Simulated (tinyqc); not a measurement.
Square on-chip spiral inductor, lumped pi model: one step of the calculation.

Outer diameter do = di + 2 n wd + 2 (n - 1) sp, mean da = (do + di)/2, fill p = (do - di)/(do + di), length l = 4 n da. L = 2.34 mu0 n^2 da/(1 + 2.75 p), mu0 = 4 pi 1e-7 H/m. Rs = rho l/(wd delta (1 - exp(-th/delta))), delta = sqrt(rho/(pi f mu0)). Cs = n wd^2 eps0 eo/hu across the coil. At each end Cox = l wd eps0 eo/(2 ho) leads to the substrate branch Rsi = 2 rs he/(l wd) in parallel with Csi = l wd eps0 11.7/(2 he). With one end grounded Y = 1/(Rs + i w L) + i w Cs + 1/[1/(i w Cox) + 1/(1/Rsi + i w Csi)], w = 2 pi f; Q = -Im Y/Re Y. Eddy currents in neighbouring turns and in the substrate are left out.

Task. Admittance, quality factor and apparent inductance. Series branch 1/(Rs + i w L), substrate branch, total Y, Q = -Im Y/Re Y, apparent inductance Im(1/Y)/w, metal-only value w L/Rs, share of the loss in the substrate Re(substrate branch)/Re Y.

Parameters, values chosen for the exercise:
```
symbol,value,unit,meaning
f,0.88,GHz,frequency
```

L = 4.8322318 nH
Rs = 6.2346487 ohm
Cs = 3.2671953 fF
Cox = 51.958945 fF
Rsi = 1803.0201 ohm
Csi = 5.7455821 fF

Find: series branch; substrate branch; Y; Q; apparent inductance; w L/Rs; share of the loss in the substrate.

Result.

series branch = 8.28-35.49i mS
substrate branch = 0.1118+0.2230i mS
Y = 8.39-35.25i mS
Q = 4.200
apparent inductance = 4.855 nH
w L/Rs = 4.285
share of the loss in the substrate = 1.332 %

Q is 98.0 % of the metal-only value.

tinyqc, about 0.01 s, one thread, Intel Xeon 2.30GHz (shared host): `OMP_NUM_THREADS=1 python tinyqc.py 2302087 2302088 out.jsonl`
